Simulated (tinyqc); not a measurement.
Surface photovoltage measurement of the minority-carrier diffusion length in a wafer. Changing the diffusion length L. Computed by tinyqc, a small Python program. Command: `OMP_NUM_THREADS=1 python tinyqc.py 3130260 3130261 out.jsonl spv sweep`. One thread of a shared host (Intel(R) Xeon(R) Processor @ 2.30GHz), about 0.02 s of CPU time with the checks.

Low injection, steady light, a depletion layer much thinner than 1/alpha and L. The excess density dn is taken at the front edge of the neutral region; light that reaches the back is lost.

Inputs (values chosen for the exercise, modelled on p-type silicon at room temperature):
```
quantity                                             value        unit
wafer thickness W                                      725  micrometre
diffusivity D                                         30.2      cm^2/s
front recombination velocity S_f                      3500        cm/s
back recombination velocity S_b                     170000        cm/s
photon flux entering                                 6e+11  1/(cm^2 s)
minority density at the surface barrier scale n_0  5.4e+09      1/cm^3
temperature T                                          298           K
wavelength                                             912          nm
relative noise of each reading                           1           %
```

normal deviates g for the noise: 0.37  -1.61  -0.73  0.82  0.64  -1.05  0.59

Constants: k_B = 8.617333262e-05 eV/K.

Method:
- alpha = (84.732/lambda - 76.417)^2 per cm with lambda in micrometre (an empirical fit for silicon between 0.7 and 1.05 micrometre).
- Thick wafer: dn = Phi L/((S_f + D/L)(L + 1/alpha)). Finite wafer, with s = S_b L/D, w = W/L, a = alpha L: dn = [Phi a/(a^2 - 1)] [a - B - exp(-alpha W)(a - s)/(cosh w + s sinh w)]/(S_f + B D/L), B = (sinh w + s cosh w)/(cosh w + s sinh w).
- Photovoltage V = (k_B T/e) ln(1 + dn/n_0). Lifetime = L^2/D.
- Readings y = (Phi/dn) (1 + noise x g) at 780, 830, 880, 920, 950, 975 and 995 nm; a least-squares line y = c (1/alpha + L_app) gives L_app = intercept/slope.

One run for each value; columns: (1) diffusion length L (micrometre); (2) apparent length L_app (micrometre); (3) error of L_app (rounded to 0.001) (%); (4) dn, finite wafer (1/cm^3); (5) B:
```
(1)      (2)      (3)         (4)     (5)
8       7.80   -2.541  2.5991e+06  1.0000
15     14.74   -1.761  7.3557e+06  1.0000
29     28.60   -1.388  1.9014e+07  1.0000
54     53.30   -1.303  3.9256e+07  1.0000
100    98.56   -1.442  6.7283e+07  1.0000
190   185.59   -2.323  9.8722e+07  1.0010
370   331.12  -10.508  1.2494e+08  1.0401
700   464.46  -33.649  1.3834e+08  1.2867
1300  531.90  -59.085  1.4326e+08  1.9713
2500  557.05  -77.718  1.4487e+08  3.5362
```

Over the rows, apparent length L_app (micrometre) rises from 7.80 to 557 (exponent d ln y / d ln x 1.0 between the first rows and 0.071 between the last); error of L_app (rounded to 0.001) (%) goes from -2.54 through a maximum among these rows, -1.30 at 54.0, to -77.7; dn, finite wafer (1/cm^3) rises from 2.60e6 to 1.45e8 (exponent d ln y / d ln x 1.7 between the first rows and 0.017 between the last).

Extremes, crossings and ranges named in words are read from the listed rows.
